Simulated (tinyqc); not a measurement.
Band edges of strained Si(1-x)Ge(x) on relaxed Si(1-y)Ge(y): sweeps and comparisons. A value that a table varies takes the place of the one given here.

Values are linear in the Ge fraction but for ED(x) = linear - CD x (1 - x) and a(x) = linear - Ca x (1 - x). Energies are on the common scale of Ev.

Coherent growth on a (110) face: e_par = (a(y) - a(x))/a(x), e_perp = -(C11 + 3 C12 - 2 C44)/(C11 + C12 + 2 C44) e_par; exx = eyy = (e_par + e_perp)/2, ezz = e_par, exy = (e_perp - e_par)/2, eyz = ezx = 0.

A valley with unit axis u lies at Ev + gap + (av + a_valley) tr(e) + Xu (u.e.u - tr(e)/3); the Delta axes are x, y, z and the L axes [111], [1-1-1], [-11-1], [-1-11]. The second-order shift of the Delta valleys under shear is left out; it lowers the pair normal to the sheared plane by tens of meV at a shear of 1 %.

Valence edges: Ev plus the levels of the 6 x 6 matrix of X, Y, Z times spin with -Dso/3 + l exx + m (eyy + ezz) on the diagonal (cyclic), n exy off it, l = av + 2 b, m = av - b, n = sqrt(3) d. Spin-orbit term (Dso/3) L.sigma on X, Y, Z with (L_k)_ij = -i epsilon_kij: <X+|H|Y+> = -i Dso/3, <X+|H|Z-> = Dso/3, <Y+|H|Z-> = -i Dso/3, <Z+|H|X-> = -Dso/3, <Z+|H|Y-> = i Dso/3, <X-|H|Y-> = i Dso/3, and their conjugates; + and - are the spin along z.

Coherent growth: e_par = (a(y) - a(x))/a(x). (001): e_perp = -2 (C12/C11) e_par; exx = eyy = e_par, ezz = e_perp, no shear. (111): e_perp = -(2 C11 + 4 C12 - 4 C44)/(C11 + 2 C12 + 4 C44) e_par; exx = eyy = ezz = (2 e_par + e_perp)/3 and exy = eyz = ezx = (e_perp - e_par)/3. (110): e_perp = -(C11 + 3 C12 - 2 C44)/(C11 + C12 + 2 C44) e_par; exx = eyy = (e_par + e_perp)/2, ezz = e_par, exy = (e_perp - e_par)/2, eyz = ezx = 0.

Parameters, chosen for this exercise (end members near Si and Ge, in this order; the results hold for these values, not for the real material): a = (5.437, 5.666) angstrom (lattice constant); Dso = (0.045, 0.289) eV (spin-orbit splitting); av = (2.45, 1.22) eV (valence hydrostatic potential); b = (-2.1, -2.57) eV (tetragonal shear potential); d = (-4.78, -5.31) eV (trigonal shear potential); C11 = (167.9, 127.9) GPa; C12 = (63.6, 47.7) GPa; C44 = (78.7, 66.2) GPa; Ev = (0, 0.63) eV (top of the unstrained valence band); ED = (1.146, 0.944) eV (gap to the Delta valleys); EL = (2.012, 0.743) eV (gap to the L valleys); aD = (1.84, 1.28) eV (hydrostatic potential of the Delta gap); aL = (-2.92, -3.06) eV (hydrostatic potential of the L gap); XuD = (9.34, 9.57) eV (uniaxial potential, Delta); XuL = (15.5, 15.47) eV (uniaxial potential, L); CD = 0.187 eV (bowing of the Delta gap); Ca = 0.024 angstrom (bowing of the lattice constant); face = 110 (growth face); y = 0 (Ge fraction of the relaxed buffer); x = 0.46 (Ge fraction of the layer).

## Composition of the layer

The buffer is kept. dEc = Ec(buffer) - Ec(layer), dEv = Ev(layer) - Ev(buffer); buffer edges Ev(y) and Ev(y) + min(ED, EL). The digit behind Delta or L counts whole valleys.

Results:
```
x,e_par (%),lowest valleys,gap (eV),next valleys above (meV),valence splitting (meV),dEc (eV),dEv (eV)
0.08,-0.30,Delta2,1.081,21,19,0.013,0.052
0.16,-0.61,Delta2,1.019,43,34,0.022,0.105
0.24,-0.92,Delta2,0.959,65,47,0.028,0.159
0.31,-1.20,Delta2,0.908,84,58,0.031,0.208
0.39,-1.51,Delta2,0.851,107,70,0.031,0.264
0.47,-1.84,Delta2,0.798,129,81,0.027,0.321
0.55,-2.16,Delta2,0.746,152,93,0.020,0.380
```

What can be read from the table?

The gap is 1.081 eV in the first row and 0.746 eV in the last. The lowest valleys are Delta2 throughout. Per 0.1 of x the valence offset moves by +70 meV on average; the conduction offset lies between +13 and +31 meV, not monotonically. Both carriers sit on one side in every row. Offsets below about 30 meV are within the spread of parameter sets, so those rows do not settle the type. Strains above 2 % can be kept only in layers of a few nanometres.

## Composition of the buffer

The layer is kept. dEc = Ec(buffer) - Ec(layer), dEv = Ev(layer) - Ev(buffer); buffer edges Ev(y) and Ev(y) + min(ED, EL). The digit behind Delta or L counts whole valleys.

Results:
```
y,e_par (%),lowest valleys,gap (eV),next valleys above (meV),valence splitting (meV),dEc (eV),dEv (eV)
0.00,-1.80,Delta2,0.804,126,80,0.028,0.314
0.14,-1.27,Delta2,0.864,89,68,0.013,0.218
0.29,-0.68,Delta2,0.930,48,46,0.003,0.116
0.43,-0.12,Delta2,0.993,9,10,0.000,0.020
0.57,0.46,Delta4,0.984,32,41,0.035,-0.034
0.71,1.05,Delta4,0.947,74,103,0.085,-0.067
0.86,1.71,Delta4,0.900,120,177,0.117,-0.096
1.00,2.34,Delta4,0.852,135,250,0.009,-0.118
```

What can be read from the table?

The gap is 0.804 eV in the first row and 0.852 eV in the last, with its largest listed value, 0.993 eV, at y = 0.43: it peaks near the match y = x, since strain of either sign narrows it. The lowest valleys change: Delta2 to Delta4 between y = 0.43 and 0.57. Per 0.1 of y the valence offset moves by -43 meV on average; the conduction offset lies between -0 and +117 meV, not monotonically. Both carriers sit on one side for y = 0.00, 0.14 and 0.29, and on opposite sides elsewhere. Offsets below about 30 meV are within the spread of parameter sets, so those rows do not settle the type. Strains above 2 % can be kept only in layers of a few nanometres.

## The same layer on three faces

dEc = Ec(buffer) - Ec(layer), dEv = Ev(layer) - Ev(buffer); buffer edges Ev(y) and Ev(y) + min(ED, EL). The digit behind Delta or L counts whole valleys.

Results:
```
face,e_par (%),lowest valleys,gap (eV),next valleys above (meV),valence splitting (meV),dEc (eV),dEv (eV),Delta spread (meV),L spread (meV)
(001),-1.80,Delta4,0.799,297,77,0.026,0.321,297,0
(111),-1.80,Delta6,0.888,464,77,-0.052,0.310,0,351
(110),-1.80,Delta2,0.804,126,80,0.028,0.314,126,276
```

How do the results move?

On (001) only the Delta valleys split (297 meV), on (111) only the L valleys (351 meV), on (110) both (126 and 276 meV). The lowest valleys are Delta4 on (001), Delta6 on (111) and Delta2 on (110); the smallest gap is 0.799 eV on (001) and the largest 0.888 eV on (111).

## What each parameter does

dEc = Ec(buffer) - Ec(layer), dEv = Ev(layer) - Ev(buffer); buffer edges Ev(y) and Ev(y) + min(ED, EL). Each row changes one parameter from the base and keeps the others.

Results:
```
case,gap (eV),valence splitting (meV),dEc (eV),dEv (eV)
base,0.8042,80.0,0.0277,0.3140
x = 0.49,0.7845,84.4,0.0257,0.3357
y = 0.03,0.8169,77.9,0.0241,0.2935
CD = 0.237 eV,0.7918,80.0,0.0402,0.3140
"XuL = (17.825, 17.79) eV",0.8042,80.0,0.0277,0.3140
"aL = (-3.358, -3.519) eV",0.8042,80.0,0.0277,0.3140
"Ev = (0, 0.724) eV",0.8042,80.0,-0.0155,0.3573
"C12 = (73.14, 54.855) GPa",0.7996,81.3,0.0274,0.3190
"av = (2.818, 1.403) eV",0.8042,80.0,0.0354,0.3064
```

What does this show?

The largest shifts from the base row, up to three for each result and ties (the steps differ in size, so this ranks the rows, not the parameters). gap (eV): x -0.0197, y +0.0126, CD -0.0124; unchanged at the printed digits by XuL, aL, Ev and av. valence splitting (meV): x +4.4, y -2.1, C12 +1.3; unchanged at the printed digits by CD, XuL, aL, Ev and av. dEc (eV): Ev -0.0432, CD +0.0124, av +0.0077; unchanged at the printed digits by XuL and aL. dEv (eV): Ev +0.0432, x +0.0217, y -0.0205; unchanged at the printed digits by CD, XuL and aL. The lowest valleys of the layer are Delta2, so among the conduction-band potentials only those of that family reach the gap and dEc; the buffer is unstrained. A shift large enough to swap the lowest family would change that.

(tinyqc, `OMP_NUM_THREADS=1 python tinyqc.py 1081162 1081163 out.jsonl`, Intel(R) Xeon(R) Processor @ 2.30GHz, 1 thread, shared host, about 0.02 s.)
